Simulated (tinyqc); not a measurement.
Double-gate transistor below threshold, two-dimensional Poisson equation on a small mesh: two steps of the calculation.

Half of a symmetric double-gate structure: row 0 is the mid-plane of the body, where the normal field vanishes. Mobile charge is neglected (subthreshold), the body is fully depleted, and potentials are counted from the intrinsic level; rows run upward to the gate, columns from source to drain.

Inputs (values chosen for the exercise); semiconductor permittivity close to that of gallium nitride: relative permittivity of the semiconductor eps_r = 9.5; relative permittivity of the insulator eox = 9; half the body thickness tb = 6 nm; insulator thickness tox = 2.8 nm; channel length L = 44 nm; acceptor density of the depleted body Na = 0 cm^-3.

Constants: q = 1.602176634e-19 C, eps0 = 8.8541878128e-14 F/cm where lengths are in cm. Results are converted to the units shown.

Problem 1. Coefficients of the five-point equations. Mesh: rows i = 0..2 in the semiconductor (step hs = tb/2, row 2 on the interface), then 1 step(s) ho = tox/1 up to the gate row 3; columns j = 0..5 (step hy = L/5). Box integration, divided by eps0: up_i = eps hy/h of the interval above row i, dn_i = that of the interval below (0 for row 0), lat_i = (sum of eps h/2 over the intervals above and below)/hy, s_i = -q Na w_i hy/eps0 with w_i the semiconductor height of the box (hs/2 for row 0 and the interface row, hs between, 0 in the insulator). Each free node obeys (up + dn + 2 lat) psi = up psi(above) + dn psi(below) + lat [psi(left) + psi(right)] + s.

Wanted: up; dn; lat; s.

Solution 1.

```
row      up      dn     lat  s (V)
0    27.867       0  1.6193      0
1    27.867  27.867  3.2386      0
2    28.286  27.867  3.0511      0
```

Problem 2. Jacobi sweep. Free nodes: rows 0..2, columns 1..4, taken row by row from row 0, left to right. t = (up psi(above) + dn psi(below) + lat [psi(left) + psi(right)] + s)/(up + dn + 2 lat), with all neighbours from the previous sweep; psi(new) = t.

psi after iteration 1 (V):
```
               j=0          j=1          j=2          j=3          j=4          j=5
row 0   0.47000000   0.53000000   0.59000000   0.65000000   0.71000000   0.77000000
row 1   0.47000000   0.53000000   0.59000000   0.65000000   0.71000000   0.77000000
row 2   0.47000000   0.27556119   0.30829989   0.34103859   0.37377729   0.77000000
row 3  -0.03000000  -0.03000000  -0.03000000  -0.03000000  -0.03000000  -0.03000000
```

```
row         up         dn        lat  s (V)
0    27.866667          0  1.6193182      0
1    27.866667  27.866667  3.2386364      0
2    28.285714  27.866667  3.0511364      0
```

Give: psi after iteration 2.

Solution 2.

psi after iteration 2 (V):
```
            j=0       j=1       j=2       j=3       j=4       j=5
row 0   0.47000   0.53000   0.59000   0.65000   0.71000   0.77000
row 1   0.47000   0.41603   0.46382   0.51160   0.55939   0.77000
row 2   0.47000   0.26175   0.28069   0.31075   0.35863   0.77000
row 3  -0.03000  -0.03000  -0.03000  -0.03000  -0.03000  -0.03000
```

Numbers from tinyqc (`OMP_NUM_THREADS=1 python tinyqc.py 2480073 2480074 out.jsonl`; about 0.09 s on one thread of a shared Intel Xeon 2.30GHz).
